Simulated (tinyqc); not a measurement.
From results to parameters: Luttinger model of the valence bands. Computed by the program tinyqc.

Problem. In the four-band Luttinger model 1/m = g1 -/+ 2 g2 along [100] and g1 -/+ 2 g3 along [111]. Find g1, g2, g3 and the light hole mass along [111].

heavy and light hole masses along [100] (electron masses): 0.145985  0.076394
heavy hole mass along [111] = 0.432900 electron masses

Solution. The mean of the two inverse masses along [100] is g1 and a quarter of their difference is g2; g3 = (g1 - 1/m_hh[111])/2.

g1, g2, g3: 9.9700  1.5600  3.8300
light hole mass along [111] = 0.057 electron masses
